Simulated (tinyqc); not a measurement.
Worked calculation: one-electron ion in a basis of Gaussians. Computed by tinyqc, a small Python program that keeps every step. Settings: Z = 5, l = 0. Command: `OMP_NUM_THREADS=1 python tinyqc.py 26015 26016 out.jsonl` (the two numbers bound the seeds that draw the settings). One thread of a shared host (Intel(R) Xeon(R) Processor @ 2.60GHz), about 0.01 s of CPU time with the checks.

## Matrices over normalised Gaussians

exponents of r^l exp(-a r^2) (1/bohr^2): 1.1200  3.3980

Z = 5

l = 0

With p = a_i + a_j and I(k) = Gamma((k+1)/2) / (2 p^((k+1)/2)): S = I(2l+2), T = (2l+3) a_i a_j S / p, V = -Z I(2l+1), each divided by sqrt(S_ii S_jj).

S:
```
        1       2
1  1.0000  0.8025
2  0.8025  1.0000
```

T (hartree):
```
        1       2
1  1.6800  2.0280
2  2.0280  5.0970
```

V (hartree):
```
         1         2
1  -8.4440   -9.6240
2  -9.6240  -14.7079
```

## Generalised eigenproblem

H = T + V (hartree):
```
         1        2
1  -6.7640  -7.5960
2  -7.5960  -9.6109
```

Solve H C = S C e through S^(-1/2); each column has its largest component positive (the first on a tie).

eigenvalues of S: 0.1975  1.8025

eigenvalues (hartree): -9.6161  -2.1356

coefficients:
```
         1        2
1  -0.0440   1.6755
2   1.0349  -1.3184
```

For Z = 5 and l = 0 the exact lowest level is -Z^2/(2 n^2) with n = l + 1: -12.500000 hartree.
